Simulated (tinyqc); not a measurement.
Resistance of a tapered via with liner, size effect and interface: one step of the calculation.

A round via whose diameter grows from db at the bottom as D(z) = db + 2 z/tan(ang). The fill, of diameter D - 2 tl, starts above the bottom liner (thickness fb tl) and has rho = rho0 (1 + ks lam/(D - 2 tl)); the sidewall liner conducts in parallel with it. The bottom liner and the interface are crossed over the full area pi db^2/4. Spreading in the lines above and below is left out.

Question. Slices of the via. Slices between z0 = fb tl and hv, evaluated at their midpoints: conductance per length pi/4 [(D - 2 tl)^2/rho + (D^2 - (D - 2 tl)^2)/rl], slice resistance = slice height over that. 9 slices.

Inputs (values chosen for the exercise); fill metal close to copper: diameter at the bottom db = 28 nm; height hv = 57 nm; sidewall angle ang = 89 degrees; bulk resistivity of the fill rho0 = 1.63 uohm cm; mean free path of the fill lam = 39.6 nm; size-effect factor ks = 1.1; liner on the sidewall tl = 2.8 nm; liner at the bottom over that on the sidewall fb = 1; resistivity of the liner rl = 250 uohm cm.

Wanted: z; D; rho; slice resistance.

Answer.

```
slice  z (nm)  D (nm)  rho (uohm cm)  slice resistance (ohm)
0      5.8111  28.203         4.7713                 0.70858
1      11.833  28.413         4.7424                 0.69147
2      17.856  28.623         4.7139                 0.67495
3      23.878  28.834         4.6860                 0.65897
4      29.900  29.044         4.6586                 0.64352
5      35.922  29.254         4.6317                 0.62858
6      41.944  29.464         4.6053                 0.61412
7      47.967  29.675         4.5793                 0.60012
8      53.989  29.885         4.5538                 0.58657
```

tinyqc, about 0.01 s, one thread, Intel Xeon 2.30GHz (shared host): `OMP_NUM_THREADS=1 python tinyqc.py 2750048 2750049 out.jsonl`
